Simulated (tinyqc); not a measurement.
Changing the heating rate beta: admittance spectroscopy and thermally stimulated current of one trap level in a depletion layer. Computed by tinyqc, a small Python program. Command: `OMP_NUM_THREADS=1 python tinyqc.py 3112814 3112815 out.jsonl admit sweep`. One thread of a shared host (Intel(R) Xeon(R) Processor @ 2.30GHz), about 0.01 s of CPU time with the checks.

A Schottky junction on n-type material holds one donor-like electron trap; shallow donors are fully ionised and abrupt depletion edges are assumed.

Inputs (values chosen for the exercise, modelled on n-type 4H-SiC): density-of-states mass m = 0.745 m_0; trap depth E_t below the band = 0.273 eV; capture cross section sigma = 1.4e-15 cm^2.

Constants: k_B = 1.380649e-23 J/K; m_0 = 9.1093837015e-31 kg; h = 6.62607015e-34 J s; k_B = 8.617333262e-05 eV/K.

Method:
- N_c = 2 (2 pi m k_B T/h^2)^(3/2), v_th = sqrt(3 k_B T/m), emission rate e_n = sigma v_th N_c exp(-E_t/(k_B T)).
- Thermally stimulated current without retrapping: filled share n(T) = exp(-(1/beta) int e_n dT), current proportional to e_n n; the peak obeys beta (E_t/(k_B T^2) + 2/T) = e_n(T). The integral starts at 0.5 T_m and uses 4000 trapezoid steps to 1.2 T_m.
- Chen's first-order estimate from the full width W = T_2 - T_1 between the half-height points: E = 2.52 k_B T_m^2/W - 2 k_B T_m.

One run for each value; columns: (1) heating rate beta (K/s); (2) peak temperature T_m (K); (3) E_t/(k_B T_m); (4) symmetry factor (T_2 - T_m)/(T_2 - T_1); (5) depth by Chen's formula (eV):
```
(1)       (2)     (3)      (4)      (5)
0.01   105.12  30.139  0.41698  0.29402
0.027  108.27  29.262  0.41735  0.29439
0.072  111.56  28.399  0.41773  0.29476
0.19   115.00  27.548  0.41813  0.29516
0.52   118.79  26.669  0.41857  0.29559
1.4    122.76  25.807  0.41902  0.29604
3.7    126.90  24.965  0.41949  0.29651
10     131.41  24.108  0.41999  0.29701
```

Describe and explain the trends.

Over the rows, peak temperature T_m (K) rises from 105 to 131 (exponent d ln y / d ln x 0.030 between the first rows and 0.035 between the last); E_t/(k_B T_m) falls from 30.1 to 24.1 (exponent d ln y / d ln x -0.030 between the first rows and -0.035 between the last); symmetry factor (T_2 - T_m)/(T_2 - T_1) rises from 0.4170 to 0.4200 (exponent d ln y / d ln x 9.0e-4 between the first rows and 0.0012 between the last). A line of ln(T_m^4/beta) against 1/(k_B T_m) has the slope 0.272 eV, against E_t = 0.273 eV.

Extremes, crossings and ranges named in words are read from the listed rows.
